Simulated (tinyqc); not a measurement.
# Scale length and barrier from the threshold roll-off

Question. For L well above Lambda the threshold falls by 2 m sqrt(A (A + Vds)) exp(-pi L/(2 Lambda)), A being the height of the source potential over the barrier top; the two values follow this form. Find Lambda and A.

Inputs (values chosen for the exercise): long-channel body factor m = 1; drain voltage Vds = 0.5 V.

threshold lowering at L = 17 and 27 nm (mV): 43.555974  6.7115867

Answer. The ratio of the two values gives Lambda; the prefactor gives A (A + Vds), a quadratic with one positive root.

Lambda = 8.399 nm
A = 0.3300 V

tinyqc, about 0.01 s, one thread, Intel Xeon 2.30GHz (shared host): `OMP_NUM_THREADS=1 python tinyqc.py 2420109 2420110 out.jsonl`
